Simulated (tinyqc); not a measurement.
Carrier lifetime of an n-type layer with SRH, radiative, Auger and surface recombination: effect of the trap level below the conduction band at dn = 2e13 cm^-3.

Uniform excess density dn = dp (no trapping), n = n0 + dn, p = p0 + dn, Boltzmann statistics, full ionisation. Surfaces enter as a rate 2 S dn/d, which holds while diffusion to them is fast.

ni = sqrt(Nc Nv) exp(-Eg/(2 Vt)), Eg in volts; majority density N/2 + sqrt(N^2/4 + ni^2), n0 p0 = ni^2; n1 = Nc exp(-Et/Vt), p1 = Nv exp((Et - Eg)/Vt); tn0 = 1/(sn vth Nt), tp0 = 1/(sp vth Nt). With e = n p - ni^2 = dn (n0 + p0 + dn): U_SRH = e/(tp0 (n + n1) + tn0 (p + p1)), U_rad = B e, U_Aug = (Cn n + Cp p) e, U_s = 2 S dn/d. Each tau is dn over its rate; tau = dn/U with U the sum. Here dn = 2e13 cm^-3.

Inputs (values chosen for the exercise); band and dielectric values close to those of silicon:
- T = 300 K (temperature)
- Eg = 1.11 eV (band gap)
- Nc = 2.75e19 cm^-3 (conduction-band density of states at T)
- Nv = 2.69e19 cm^-3 (valence-band density of states at T)
- B = 4.66e-15 cm^3/s (radiative coefficient)
- N = 7.2e17 cm^-3 (donor density)
- Cn = 3e-31 cm^6/s (Auger coefficient (two electrons))
- Cp = 8.7e-32 cm^6/s (Auger coefficient (two holes))
- Nt = 1.1e13 cm^-3 (trap density)
- sn = 3e-17 cm^2 (capture cross-section for electrons)
- sp = 6e-17 cm^2 (capture cross-section for holes)
- vth = 1e7 cm/s (thermal velocity (both carriers))
- S = 0 cm/s (surface recombination velocity (both faces))
- d = 2 um (sample thickness)

Constants: q = 1.602176634e-19 C, kB = 1.380649e-23 J/K, Vt = kB T/q. Results are converted to the units shown.

The same in every row: tau_rad (s) = 2.980e-4; tau_Aug (s) = 6.430e-6.

Effect of the trap level below the conduction band at dn = 2e13 cm^-3:

| Et (eV) | tau_SRH (s) | tau (s) | radiative share (%) | largest path |
|---|---|---|---|---|
| 0.06 | 7.197e-4 | 6.239e-6 | 2.093 | Auger |
| 0.18 | 1.570e-4 | 6.051e-6 | 2.030 | Auger |
| 0.31 | 1.516e-4 | 6.043e-6 | 2.028 | Auger |
| 0.43 | 1.515e-4 | 6.043e-6 | 2.028 | Auger |
| 0.55 | 1.515e-4 | 6.043e-6 | 2.028 | Auger |
| 0.68 | 1.515e-4 | 6.043e-6 | 2.028 | Auger |
| 0.8 | 1.516e-4 | 6.043e-6 | 2.028 | Auger |
| 0.93 | 1.622e-4 | 6.059e-6 | 2.033 | Auger |
| 1.05 | 0.001263 | 6.263e-6 | 2.101 | Auger |

Auger recombination leads at Et = 0.06 and in all other rows. tau_SRH goes from 7.20e-4 through a minimum of 1.52e-4 (at Et = 0.43 and 0.55 and 0.68 among the rows listed) to 0.00126 s and the total lifetime goes from 6.24e-6 through a minimum of 6.04e-6 (at Et = 0.31 to 0.8 among the rows listed) to 6.26e-6 s. tau_SRH is within a factor 1.5 of its lowest value for Et from 0.18 to 0.93 eV; nearer a band edge n1 or p1 outgrows the carrier densities and the trap re-emits what it captured.

tinyqc, about 0.01 s, one thread, Intel Xeon 2.30GHz (shared host): `OMP_NUM_THREADS=1 python tinyqc.py 2300051 2300052 out.jsonl`
